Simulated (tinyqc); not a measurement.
Comparisons within one model: impurity band of shallow donors (Hubbard estimate). A value that a table varies takes the place of the one given here.

Constants: e^2/(4 pi eps0) = 14.39964547 eV angstrom.

Values chosen for the exercise (near those of two donors in GaN; the results hold for these values, not for the real material): a = 27.4 angstrom (orbital radius); eps = 9.4 (dielectric constant); Ns = (0.011, 0.026, 0.063, 0.16, 0.37, 0.79, 1.6) x 1e18/cm^3 (donor densities); R = 161 angstrom (separation).

## From lone donors to an impurity band

Donors on a simple cubic lattice of spacing R = N^(-1/3) (1/angstrom^3 = 1e24/cm^3), Ha* = q/(eps a), q = e^2/(4 pi eps0), x = R/a. Hopping t = Ha* (1 + x) exp(-x), band width B = 12 t, on-site repulsion U = (5/8) Ha*; the gap closes near B/U = 1.15. Valley factors and disorder are left out.

Results:
```
N (1e18/cm^3)  R (angstrom)  N^(1/3) a   t (meV)   B (meV)       B/U
0.011                 449.6      0.061  7.27e-05  0.000872  2.50e-05
0.026                 337.6      0.081   0.00332    0.0399   0.00114
0.063                 251.3      0.109    0.0591     0.709    0.0203
0.16                  184.2      0.149     0.520      6.23     0.178
0.37                  139.3      0.197      2.11      25.3     0.724
0.79                  108.2      0.253      5.34      64.0      1.83
1.6                    85.5      0.320      10.2       122      3.49
```

What can be read from the table?

B/U passes 1.15 between 0.37 and 0.79 x 1e18/cm^3; the root is x = 4.52, N^(1/3) a = 0.221, N = 0.52 x 1e18/cm^3, below the 0.85 that the empirical rule N^(1/3) a = 0.26 gives; the estimate is rough, since random positions, the overlap of the orbitals and screening are left out. While N grows by 145 times, t grows by 1.4e+05 times.

## What each parameter does (pair of shallow donors (hydrogen-like orbitals))

Each donor has the orbital exp(-r/a); energy unit Ha* = q/(eps a), q = e^2/(4 pi eps0), so that a lone donor is bound by Ha*/2; x = R/a. One electron: S = (1 + x + x^2/3) exp(-x), j = 1/x - (1 + 1/x) exp(-2x), k = (1 + x) exp(-x); levels E(+/-) = -1/2 - (j +/- k)/(1 +/- S) in Ha*, without the repulsion of the ions, split by D = |E(-) - E(+)|.

Two electrons, Heitler-London: with S' = (1 - x + x^2/3) exp(x), C = 1/x - exp(-2x)(1/x + 11/8 + 3x/4 + x^2/6), X = (1/5){exp(-2x)(25/8 - 23x/4 - 3x^2 - x^3/3) + (6/x)[S^2 (0.5772157 + ln x) + S'^2 Ei(-4x) - 2 S S' Ei(-2x)]}, Q = C - 2j + 1/x and A = X - 2 S k + S^2/x, the singlet and triplet lie at (Q +/- w A)/(1 +/- w S^2) from two lone donors, with the valley weight w = 1 (one valley); the exchange is J = triplet - singlet.

x, D = |E(-) - E(+)| and J. Each row changes one parameter from the base and keeps the others.

Results:
```
case                   x  D (meV)  J (micro-eV)
base               5.876    1.179          61.6
a = 30.1 angstrom  5.349    1.645           131
eps = 10.3         5.876    1.076          56.3
R = 185 angstrom   6.752   0.5693          14.5
```

How do the results move?

The largest shifts from the base row, up to three for each result and ties (the steps differ in size, so this ranks the rows, not the parameters). x: R +0.876, a -0.527; unchanged at the printed digits by eps. D (meV): R -0.610, a +0.466, eps -0.103. J (micro-eV): a +69.1, R -47.1, eps -5.39.

Program tinyqc; command `OMP_NUM_THREADS=1 python tinyqc.py 1251384 1251385 out.jsonl`; about 0.01 s on one thread of a shared Intel(R) Xeon(R) Processor @ 2.30GHz.
